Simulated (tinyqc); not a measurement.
Gaps against pressure: band gaps under pressure and temperature from deformation potentials.

Murnaghan: V/V0 = (1 + Bp P/B0)^(-1/Bp), B0 = (C11 + 2 C12)/3. Each gap moves by a ln(V/V0) with its volume potential a, and falls with temperature by aV T^2/(T + bV) (Varshni); the two effects are added. No change of phase is considered.

Parameters, chosen for this exercise (near those of AlAs, the X and L potentials typical of such crystals; the results hold for these values, not for the real material):

| symbol | value | unit | meaning |
|---|---|---|---|
| Eg | 3.148 | eV | gap at Gamma to the s-like level at 0 K, 0 GPa |
| EgX | 2.27 | eV | gap to X at 0 K, 0 GPa |
| EgL | 2.465 | eV | gap to L at 0 K, 0 GPa |
| C11 | 124.4 | GPa |  |
| C12 | 52.5 | GPa |  |
| Bp | 4.3 |  | pressure derivative of the bulk modulus |
| aG | -8.05 | eV | volume potential of the Gamma gap |
| aX | 1.75 | eV | volume potential of the X gap |
| aL | -3.85 | eV | volume potential of the L gap |
| aV | (0.9, 0.713, 0.602) | meV/K | Varshni alpha of Gamma, X, L |
| bV | (492, 569, 217) | K | Varshni beta of Gamma, X, L |
| T | 500 | K | temperature |

The last column is the linear form E0 + c1 P for Gamma, c1 = -aG/B0.

Gaps (eV):

| P (GPa) | ln(V/V0) | Gamma | X | L | lowest | Gamma, linear |
|---|---|---|---|---|---|---|
| 0.00 | 0.0000 | 2.921 | 2.103 | 2.255 | X | 2.921 |
| 0.75 | -0.0096 | 2.999 | 2.086 | 2.292 | X | 3.000 |
| 1.50 | -0.0188 | 3.073 | 2.070 | 2.328 | X | 3.079 |
| 2.25 | -0.0277 | 3.144 | 2.055 | 2.362 | X | 3.158 |
| 3.00 | -0.0363 | 3.213 | 2.040 | 2.395 | X | 3.237 |
| 3.75 | -0.0445 | 3.279 | 2.025 | 2.426 | X | 3.316 |
| 4.50 | -0.0525 | 3.343 | 2.011 | 2.457 | X | 3.395 |
| 5.25 | -0.0602 | 3.405 | 1.998 | 2.487 | X | 3.474 |
| 6.00 | -0.0676 | 3.465 | 1.985 | 2.515 | X | 3.553 |

What does the comparison show, and why?

Over 6 GPa Gamma moves by +0.544, L by +0.260 and X by -0.118 eV. X stays lowest. The linear form overshoots by 87 meV at the end, because the crystal stiffens; the gap is linear in ln V, not in P.

tinyqc: `OMP_NUM_THREADS=1 python tinyqc.py 1050735 1050736 out.jsonl`; about 0.01 s, one thread, shared Intel(R) Xeon(R) Processor @ 2.30GHz.
